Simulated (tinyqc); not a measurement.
Hydrogen passivation of interface dangling bonds: competing passivation and dissociation with distributed barriers: one step, computed by the program tinyqc. Command: `OMP_NUM_THREADS=1 python tinyqc.py 3006752 3006753 out.jsonl passiv walk`. One thread of a shared host (Intel(R) Xeon(R) Processor @ 2.30GHz), about 0.01 s of CPU time with the checks.

P_b + H2 gives P_bH + H at the rate k_f [H2]; P_bH gives P_b + H at the rate k_d. All defects start unpassivated. E_f and E_d are Gaussian and independent.

Problem. Distributed barriers. [H2] = solubility factor x p; a = k_f0 [H2] exp(-E_f/(k_B T)), d = k_d0 exp(-E_d/(k_B T)). For one pair of barriers the active share is y = [d + a exp(-(a + d) t)]/(a + d). Temperatures in kelvin are T(C) + 273.15. Average y over both Gaussians with 40 x 40 Gauss-Hermite points. Active density N0 y; threshold shift if each active defect holds one charge, e N0 y t_ox/(3.9 eps_0).

Inputs (values chosen for the exercise, close to those used for P_b centres at the silicon-oxide interface):
```
quantity                                      value          unit
defect density N0                           9.1e+11        1/cm^2
passivation prefactor k_f0                  4.9e-08        cm^3/s
mean passivation barrier E_f                   1.67            eV
spread sigma_f                                 0.12            eV
dissociation prefactor k_d0                 2.9e+13           1/s
mean dissociation barrier E_d                  2.61            eV
spread sigma_d                                0.032            eV
H2 in the oxide per atm, solubility factor  9.2e+17  1/(cm^3 atm)
hydrogen pressure p                             0.1           atm
anneal temperature T                            275             C
anneal time t                                   140             s
oxide thickness                                  24            nm
```

Constants: k_B = 8.617333262e-05 eV/K; e = 1.602176634e-19 C; eps_0 = 8.8541878128e-12 F/m.

Give: active share y; active density; threshold shift.

Solution.

active share y = 0.9946

active density = 9.051e+11 1/cm^2

threshold shift = 1008 mV
